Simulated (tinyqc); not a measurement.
Configuration-coordinate model of a defect: Huang-Rhys factor and luminescence line shape: one step, computed by the program tinyqc.

Ground state E_g(Q) = (1/2) omega_g^2 Q^2; excited state E_e(Q) = E_0 + (1/2) omega_e^2 (Q - dQ)^2 with E_0 = E_ZPL - (hbar omega_e - hbar omega_g)/2. Q is mass-weighted; the dipole does not depend on Q (Condon approximation).

Problem. Huang-Rhys factors and vertical energies. S = hbar omega dQ^2/(2 hbar^2/u) for each state; relaxation energy S hbar omega; absorption at E_0 + S_e hbar omega_e, emission at E_0 - S_g hbar omega_g; the Stokes shift is their difference.

Inputs (values chosen for the exercise, for a model defect in a wide-gap host):

| quantity | value | unit |
|---|---|---|
| zero-phonon energy E_ZPL | 2.28 | eV |
| displacement dQ | 0.761 | u^(1/2) angstrom |
| ground-state phonon hbar omega_g | 144 | meV |
| excited-state phonon hbar omega_e | 174 | meV |

Modes: different frequencies.

Constants: hbar^2/u = 4.18015928e-03 eV angstrom^2.

Give: S_g; S_e; relaxation energy, ground state; relaxation energy, excited state; vertical absorption energy; vertical emission energy; Stokes shift.

Solution.

S_g = 9.9749

S_e = 12.053

relaxation energy, ground state = 1.4364 eV

relaxation energy, excited state = 2.0972 eV

vertical absorption energy = 4.3622 eV

vertical emission energy = 0.82861 eV

Stokes shift = 3.5336 eV

The coupling is strong: a broad band, with almost no zero-phonon line.
